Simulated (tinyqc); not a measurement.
MOS inversion layer, Poisson-Schroedinger loop: one step of the calculation.

Electrons confined at an insulator interface at z = 0, treated as a hard wall; parabolic valleys, Hartree approximation, no image or exchange terms. The depletion charge lies far deeper than the electrons and gives a uniform field q Nd/(eps0 eps_r); the gate balances all charge. Energies are counted from the band edge at the interface.

Question. Fermi level and occupations. Level k holds N_k = D_k Vt ln(1 + exp((EF - E_k)/Vt)) with D = 3 md1 m0 q/(pi hbar^2) per eV (spin included); EF is fixed by sum N_k = Ns.

Inputs (values chosen for the exercise); masses and permittivity close to those of 4H silicon carbide (0001): temperature T = 200 K; in-plane density-of-states mass of set A md1 = 0.426 m0; sheet density of electrons Ns = 2.6e12 cm^-2.

Constants: q = 1.602176634e-19 C, kB = 1.380649e-23 J/K, hbar = 1.054571817e-34 J s, m0 = 9.1093837015e-31 kg, Vt = kB T/q. Results are converted to the units shown.

levels (eV): A1 0.023566944, A2 0.041876564

Wanted: EF; N_k.

Answer.

EF = -0.001824 eV
N_k (cm^-2): A1 1.899e12, A2 7.014e11

Program tinyqc, `OMP_NUM_THREADS=1 python tinyqc.py 2160170 2160171 out.jsonl`; Intel Xeon 2.30GHz, shared host, one thread, about 0.7 s.
